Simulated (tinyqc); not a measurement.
Polytypes by hexagonality, and a cubic inclusion as a quantum well, step by step. Values are carried at full precision from step to step, so a last printed digit may differ when a step is redone from the rounded ones.

A layer is h if its two neighbours in the periodic sequence sit on the same site, k otherwise; the hexagonality h is the share of h layers.

Constants: hbar^2/2m0 = 3.80998211 eV angstrom^2.

Values chosen for the exercise (of the order of those of InP; the results hold for these values, not for the real material):
- E3 = 1.41 eV (gap of the cubic polytype)
- E2 = 1.477 eV (gap of 2H)
- Ev2 = 0.048 eV (valence top of 2H above that of 3C)
- P2 = -0.0021 C/m^2 (spontaneous polarisation of 2H)
- m = (0.078, 0.079) m0 (electron mass along c in the cubic layer and in the host)
- d = 3.389 angstrom (thickness of a double layer)
- eps = 12.7 (dielectric constant)
- N = 18 (double layers in the cubic inclusion)

## Hexagonality

Stacking sequences:
```
polytype         sequence
8H               ABCABACB
15R       ABCACBCABACABCB
10H            ABCABCBACB
6H                 ABCACB
2H                     AB
```

Give the h/k string and h of each.

Hexagonality:
```
polytype       h/k string       h
8H               hkkkhkkk  0.2500
15R       hkkhkhkkhkhkkhk  0.4000
10H            hkkkkhkkkk  0.2000
6H                 hkkhkk  0.3333
2H                     hh  1.0000
```

## Gaps and band edges

Gap: E3 + (E2 - E3) h. Valence top Ev2 h and polarisation P2 h, both counted from 3C; Ec = Ev + gap.

Evaluate for each polytype.

Results:
```
polytype  gap (eV)  Ev (eV)  Ec (eV)  P (C/m^2)
8H          1.4267   0.0120   1.4387   -0.00052
15R         1.4368   0.0192   1.4560   -0.00084
10H         1.4234   0.0096   1.4330   -0.00042
6H          1.4323   0.0160   1.4483   -0.00070
2H          1.4770   0.0480   1.5250   -0.00210
```

The widest gap is that of 2H, the narrowest that of 10H. Ev and Ec both rise with h, so 3C collects electrons and the more hexagonal side holes: a staggered line-up.

## The bound level without the field

A cubic inclusion of width L = N d in the host (h = 1) is a well of depth V = Ec(host) - Ec(3C). Square well with mass mismatch: k tan(k L/2) = (m_w/m_b) q, k = sqrt(m_w E/c), q = sqrt(m_b (V - E)/c), c = hbar^2/2m0, lowest root. The depth of the level, V - E, is its binding, and the transition to the valence top of the host is gap(host) - (V - E). The step in polarisation gives a field |F| = |P|/(eps eps0) in a thin inclusion, eps0 = 8.8541878e-12 F/m.

Give V, L, the level E, its depth below the host conduction edge and the transition to the valence top of the host, gap(host) - (V - E).

V = 0.1150 eV
L = 61.002 angstrom
E above the bottom = 0.0432 eV
depth below the host edge = 0.0718 eV
transition = 1.4052 eV

The level keeps 62 % of the well depth. The transition lies below the gap of 3C itself (1.41 eV), which only a staggered line-up allows.

## The polarisation field

Give |F|, the drop |F| L, the bound charge |P|/e per cm^2 (e = 1.602176634e-19 C), and, as a first estimate, the shift -|F| L/2 of the transition for an electron centred in the layer and a hole in the host on the high side.

|F| = 0.187 MV/cm
drop = 113.9 meV
bound charge = 1.31e+12 cm^-2
estimated shift = -57.0 meV

The drop is 99 % of the well depth. The host edge on the low side sinks by 57 meV against the centre, less than the 72 meV by which the flat well binds.

## Checks

- Square-well root against finite differences on a grid of 0.5 angstrom (eV): both 0.043.

Computed by tinyqc, a small Python program: `OMP_NUM_THREADS=1 python tinyqc.py 1880512 1880513 out.jsonl` (the numbers bound the seed that draws the inputs); one thread of a shared host (Intel(R) Xeon(R) Processor @ 2.30GHz), about 0.08 s for the whole set of steps.
